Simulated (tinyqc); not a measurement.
## One-sided p+-n junction, ionisation integral and breakdown: effect of the drift doping

A p+ layer at x < 0 and an n drift layer from x = 0. Depletion approximation, built-in voltage neglected. Local ionisation coefficients alpha_n = an exp(-(bn/E)^mx), alpha_p = ap exp(-(bp/E)^mx). Electrons move towards +x, holes towards x = 0.

W = sqrt(2 eps0 eps_r V/(q N)), peak field E0 = q N W/(eps0 eps_r), falling linearly to 0 at W. G(x) = integral from 0 to x of (alpha_n - alpha_p); I_n = integral of alpha_n exp(-G) (electrons injected at x = 0), I_p = integral of alpha_p exp(G(end) - G) (holes injected at the far edge); M = 1/(1 - I). Integrals on a fine grid; BV is where I_n = 1. Specific on-resistance Ron = W/(q mu N) with constant mobility and full ionisation.

Values chosen for this exercise; material values close to those of gallium arsenide:
```
symbol,value,unit,meaning
eps_r,12.9,,relative permittivity
an,2.95e5,1/cm,prefactor of the electron ionisation coefficient
bn,7.15e5,V/cm,field constant for electrons
ap,2.08e5,1/cm,prefactor of the hole ionisation coefficient
bp,6.49e5,V/cm,field constant for holes
mx,1.6,,exponent
mu,8470,cm^2/(V s),electron mobility of the drift layer
```

Constants: q = 1.602176634e-19 C, eps0 = 8.8541878128e-14 F/cm where lengths are in cm. Results are converted to the units shown.

Result of one run:

| BV (V) | E0 at BV (kV/cm) | W at BV (um) | Ron (mohm cm^2) | BV^2/Ron (MW/cm^2) | eps0 eps_r mu E0^3/4 (MW/cm^2) |
|---|---|---|---|---|---|
| 462 | 267 | 34.6 | 4.64 | 46.1 | 46.1 |

Which donor density of the drift layer N gave this result: 2.9e14, 5.5e14, 7.5e15 or 1.4e16 cm^-3?

N = 5.5e14 cm^-3.

The whole series:

| N (cm^-3) | BV (V) | E0 at BV (kV/cm) | W at BV (um) | Ron (mohm cm^2) | BV^2/Ron (MW/cm^2) | eps0 eps_r mu E0^3/4 (MW/cm^2) |
|---|---|---|---|---|---|---|
| 1.5e14 | 1.31e3 | 235 | 112 | 54.9 | 31.4 | 31.4 |
| 2.9e14 | 769 | 250 | 61.5 | 15.6 | 37.9 | 37.9 |
| 5.5e14 | 462 | 267 | 34.6 | 4.64 | 46.1 | 46.1 |
| 1.1e15 | 270 | 288 | 18.7 | 1.25 | 58.1 | 58.1 |
| 2e15 | 172 | 310 | 11.1 | 0.408 | 72.3 | 72.3 |
| 3.9e15 | 105 | 340 | 6.21 | 0.117 | 94.7 | 94.7 |
| 7.5e15 | 66.7 | 375 | 3.56 | 0.0350 | 127 | 127 |
| 1.4e16 | 44.0 | 416 | 2.12 | 0.0111 | 174 | 174 |

BV falls from 1310 to 44.0 V while the critical field rises from 235 to 416 kV/cm. BV goes as N^(-0.81) between the first two rows and N^(-0.66) between the last two (a coefficient proportional to E^7 gives -0.75 without punch-through). Ron goes as BV^(2.50) over the table; the last two columns agree since BV = E0 W/2 and N = eps0 eps_r E0/(q W).

Program tinyqc, `OMP_NUM_THREADS=1 python tinyqc.py 2120147 2120148 out.jsonl`; Intel Xeon 2.30GHz, shared host, one thread, about 0.05 s.
